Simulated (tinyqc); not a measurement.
Changing the acid diffusivity D: chemically amplified photoresist: aerial image, acid generation, bake, development and line width. Computed by tinyqc, a small Python program. Command: `OMP_NUM_THREADS=1 python tinyqc.py 3030894 3030895 out.jsonl resist sweep`. One thread of a shared host (Intel(R) Xeon(R) Processor @ 2.30GHz), about 0.04 s of CPU time with the checks.

Lines and spaces of pitch p with a two-beam-like image; x = 0 is the middle of the bright space. The resist is positive and treated as uniform in depth.

Inputs (values chosen for the exercise, for a model resist at 13.5 nm): pitch p = 26 nm; image contrast c = 0.75; mean dose E = 8.47 mJ/cm^2; Dill parameter C = 0.041 cm^2/mJ; quencher load q, relative to the acid generator = 0.13; bake time t = 45 s; amplification rate k_amp = 0.052 1/s; threshold protection m_th = 0.49; development selectivity n = 20; largest rate r_max = 1000 nm/s; smallest rate r_min = 0.056 nm/s; resist thickness d = 29 nm; development time t_d = 60 s; photon energy = 91.84 eV; absorption coefficient alpha = 4.9 1/um.

Method:
- Dose E(x) = E [1 + c cos(2 pi x/p)]; acid h = 1 - exp(-C E(x)).
- Bake: the acid image is blurred by a Gaussian of variance sigma^2 = 2 D t (each Fourier term k of h, taken on 64 points, is multiplied by exp(-4 pi^2 k^2 D t/p^2)).
- Cosine coefficients: h(x) = sum_k h_k cos(2 pi k x/p).
- The quencher then removes q, h_eff = max(h_blurred - q, 0); protection m = exp(-k_amp t h_eff).
- Mack rate r = r_max (a + 1)(1 - m)^n/(a + (1 - m)^n) + r_min, a = ((n + 1)/(n - 1))(1 - m_th)^n.
- Edge: vertical development clears the film where r t_d >= d; the space width is twice the x where r = d/t_d.
- Dose sensitivity = d ln(width)/d ln E from widths at 1.005 E and E/1.005; image log-slope at the edge = |d ln E/dx|, normalised by the width (NILS); latitude for 10 % of width = 10 %/sensitivity.
- The edge lies at x = width/2.
- Absorbed photons per volume N = E(edge) alpha/(photon energy), 1 mJ/cm^2 = 62.41509 eV/nm^2, alpha in 1/nm; a Gaussian blur averages over a volume V = (2 sqrt(pi) sigma)^3; relative noise 1/sqrt(N V); edge noise sigma_x = (dh/d ln E) noise/|dh/dx|, with both derivatives of the blurred acid at the edge.

One run for each value; columns: (1) acid diffusivity D (nm^2/s); (2) dose latitude (%); (3) edge noise from photons (nm); (4) space width (nm); (5) blur factor of the first harmonic:
```
(1)        (2)     (3)     (4)      (5)
0.0006  10.101  45.962  12.116  0.99842
0.0011  10.087  29.198  12.112  0.99711
0.0020  10.061  18.678  12.105  0.99476
0.0036  10.017  12.054  12.092  0.99058
0.0066   9.933   7.692  12.069  0.98280
0.0220   9.509   3.210  11.951  0.94382
0.0400   9.026   2.124  11.818  0.90022
0.0720   8.206   1.461  11.593  0.82761
```

Give the missing row, acid diffusivity D (nm^2/s) = 0.0120.

Computed row; columns: (1) acid diffusivity D (nm^2/s); (2) dose latitude (%); (3) edge noise from photons (nm); (4) space width (nm); (5) blur factor of the first harmonic:
```
(1)       (2)    (3)     (4)      (5)
0.0120  9.783  4.962  12.027  0.96896
```

Interpolating between the two neighbouring rows (the first column on a logarithmic scale, the others too where they are positive) misses most in dose latitude (%), by 0.65 %. Over the rows, dose latitude (%) falls from 10.1 to 8.21 (exponent d ln y / d ln x -0.0023 between the first rows and -0.16 between the last); edge noise from photons (nm) falls from 46.0 to 1.46 (exponent d ln y / d ln x -0.75 between the first rows and -0.64 between the last); space width (nm) falls from 12.1 to 11.6 (exponent d ln y / d ln x -5.4e-4 between the first rows and -0.033 between the last). Blur pulls the acid image towards its mean: it flattens the acid slope, averages over more photons, and moves the edge unless the clearing threshold lies at that mean.

Caution (all rows): lateral development, standing waves and the joint diffusion of acid and quencher are left out, so widths are indicative. Caution (rows 6.00e-4, 0.00110, 0.00200, 0.00360, 0.00660, 0.0120, 0.0220, 0.0400): with under about ten photons in the blur volume a Gaussian noise estimate is unreliable. Caution (all rows): the noise counts photons alone (acid and quencher statistics add to it) and takes the film as thicker than the blur; a thinner film averages in two dimensions only.
